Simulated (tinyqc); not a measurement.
# From zero-point volume change back to Grueneisen parameter gamma_O

Model: quasi-harmonic thermal expansion with mode Grueneisen parameters. Computed by tinyqc, a small Python program. Command: `OMP_NUM_THREADS=1 python tinyqc.py 3009588 3009589 out.jsonl qha inv`. One thread of a shared host (Intel(R) Xeon(R) Processor @ 2.30GHz), about 0.08 s of CPU time with the checks.

A crystal with two atoms a cell; per atom there are 1 transverse acoustic (TA), 1/2 longitudinal acoustic (LA) and 3/2 optical (O) modes. Every frequency of group i scales as nu_i (V/V0)^(-gamma_i). The acoustic groups have Debye spectra, density 3 nu^2/nu_i^3 up to nu_i (40 Gauss-Legendre points); the optical group has one frequency. Static energy: E = (9 V0 B0/16) [y^3 B' + y^2 (2 - 4 y)], y = (V0/V)^(2/3) - 1, with pressure P_s = (3 B0/2) (z^7 - z^5) [1 + (3/4)(B' - 4)(z^2 - 1)], z = (V0/V)^(1/3).

Inputs (values chosen for the exercise, for a model crystal):
```
quantity,value,unit
static volume V0,18.3,angstrom^3/atom
static bulk modulus B0,49,GPa
static B',4.92,-
frequency nu_TA,9.2,THz
frequency nu_LA,19.4,THz
frequency nu_O,25.4,THz
Grueneisen parameter gamma_TA,1.7,-
Grueneisen parameter gamma_LA,1.2,-
```

Acoustic groups: Debye.

Constants: h x 1 THz = 4.135667696 meV; k_B = 8.617333262e-05 eV/K; 1 eV/angstrom^3 = 160.2176634 GPa.

Method. Phonon pressure P_ph = sum_i gamma_i U_i/V. At T = 0, U_i is the zero-point energy (h nu/2 a mode); solve P_s + P_ph = 0.

Problem. A run gave the result below. Find the Grueneisen parameter gamma_O, known to lie between 1.1 and 2.3.

zero-point volume change = 3.350887 %

Solution.

Each step takes the trial c = (a f_b - b f_a)/(f_b - f_a), f being the result less the target and a, b, c the logarithms of the listed values; c replaces end b, the old b replaces a if the sign of f changed, and otherwise f_a is halved.

Scan of the range:
```
Grueneisen parameter gamma_O,zero-point volume change (%)
1.10,2.34386
1.24,2.54231
1.41,2.78078
1.59,3.02971
1.80,3.31471
2.03,3.61917
2.30,3.96501
```

False position (Illinois rule, in the logarithm of the input) inside the bracket:
```
step,end a,end b,trial,zero-point volume change (%)
1,1.80000,2.03000,1.82590,3.34942
2,2.03000,1.82590,1.82696,3.35083
3,2.03000,1.82696,1.82704,3.35094
4,1.82696,1.82704,1.82700,3.35089
```

Zero-point volume change rises at every point of a 13-point scan of the range (every second point is shown), so one value fits; it is bracketed by 1.80 and 2.03. Answer: Grueneisen parameter gamma_O = 1.827.
